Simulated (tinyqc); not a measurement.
Peierls distortion of a half-filled chain: one step. Energy at a trial distortion. Three cases, with inputs chosen for the exercise.

Problem. Use the mesh x_j = (j + 1/2) pi/(2N), j = 0 .. N-1, and also the elliptic integral.

Atoms move by +/- u, so bonds change by -/+ 2u and hoppings are t +/- 2 al u. Bands E = -/+ sqrt((2 t cos x)^2 + D^2 sin^2 x) with D = 4 al u, x = k a in (0, pi/2); the gap is 2D. Energy per atom at zero temperature: E(u) = -mean_x sqrt(...) + 2 K u^2; exactly, the mean is (4t/pi) E(1 - z^2), z = D/2t, E the complete elliptic integral of the second kind with parameter m. Coupling lambda = 2 al^2/(pi t K).

Give: D; |E| on the mesh; band energy on the mesh; elastic energy; total, exact; exact E(u) - E(0).

Case 1.

Values chosen: t = 2.5 eV (hopping of the even chain); al = 4.3 eV/angstrom (change of hopping with bond length); K = 20.2 eV/angstrom^2 (spring constant of a bond); u = 0.03 angstrom (trial shift of alternate atoms); N = 2 (k points).

Solution.

D = 0.5160 eV

|E| on the mesh (eV): 4.6236  1.9719

band energy on the mesh = -3.2978 eV
elastic energy = 0.0364 eV
total, exact = -3.2004 eV
exact E(u) - E(0) = -0.0173 eV

This distortion lowers the energy; the mesh errs by -60.97 meV.

Case 2.

Values chosen: t = 2.28 eV (hopping of the even chain); al = 5.4 eV/angstrom (change of hopping with bond length); K = 36.5 eV/angstrom^2 (spring constant of a bond); u = 0.085 angstrom (trial shift of alternate atoms); N = 3 (k points).

Solution.

D = 1.8360 eV

|E| on the mesh (eV): 4.4302  3.4760  2.1303

band energy on the mesh = -3.3455 eV
elastic energy = 0.5274 eV
total, exact = -2.8173 eV
exact E(u) - E(0) = 0.0857 eV

This distortion raises the energy; the mesh errs by -0.72 meV.

Case 3.

Values chosen: t = 2.89 eV (hopping of the even chain); al = 3.6 eV/angstrom (change of hopping with bond length); K = 16.3 eV/angstrom^2 (spring constant of a bond); u = 0.036 angstrom (trial shift of alternate atoms); N = 3 (k points).

Solution.

D = 0.5184 eV

|E| on the mesh (eV): 5.5847  4.1035  1.5776

band energy on the mesh = -3.7552 eV
elastic energy = 0.0422 eV
total, exact = -3.6863 eV
exact E(u) - E(0) = -0.0067 eV

This distortion lowers the energy; the mesh errs by -26.64 meV.

Computed by tinyqc, one run a case: `OMP_NUM_THREADS=1 python tinyqc.py N N+1 out.jsonl` with N = 1651719, 1652029, 1652324; one thread of a shared Intel(R) Xeon(R) Processor @ 2.30GHz, about 0.08 s a run at most.
